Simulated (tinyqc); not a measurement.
Inversion-layer mobility, back-scattering and ballistic limit of a field-effect transistor: one step, computed by the program tinyqc. Command: `OMP_NUM_THREADS=1 python tinyqc.py 3018479 3018480 out.jsonl mos walk`. One thread of a shared host (Intel(R) Xeon(R) Processor @ 2.30GHz), about 0.01 s of CPU time with the checks.

The charge at the top of the source barrier is fixed by the gate; series resistance and short-channel effects are left out. F_j are Fermi integrals normalised to exp(eta) in the classical limit.

Task: Effective mobility. mu_phonon = mu_ph (E_eff/1 MV/cm)^(-0.3) (T/300 K)^(-1.75); mu_rough = mu_sr (E_eff/1 MV/cm)^(-2); mu_Coulomb = mu_C (N_inv/1e12 cm^-2) (T/300 K); Matthiessen's rule adds 1/mu.

Inputs (values chosen for the exercise, modelled on an InGaAs n-channel):
```
quantity                                     value        unit
phonon mobility at 1 MV/cm and 300 K, mu_ph   3100  cm^2/(V s)
roughness mobility at 1 MV/cm, mu_sr          2300  cm^2/(V s)
Coulomb mobility at N_inv = 1e12/cm^2, mu_C   2900  cm^2/(V s)
temperature T                                   77           K
```

Statistics at the top of the barrier: Fermi-Dirac.

inversion density N_inv = 2.275014e+12 1/cm^2

effective field E_eff = 0.3303346 MV/cm

Give: phonon part; roughness part; Coulomb part; effective mobility mu.

Result:

phonon part = 46696 cm^2/(V s)

roughness part = 21078 cm^2/(V s)

Coulomb part = 1693 cm^2/(V s)

effective mobility mu = 1517 cm^2/(V s)

The Coulomb part is the lowest and holds 90 % of 1/mu.
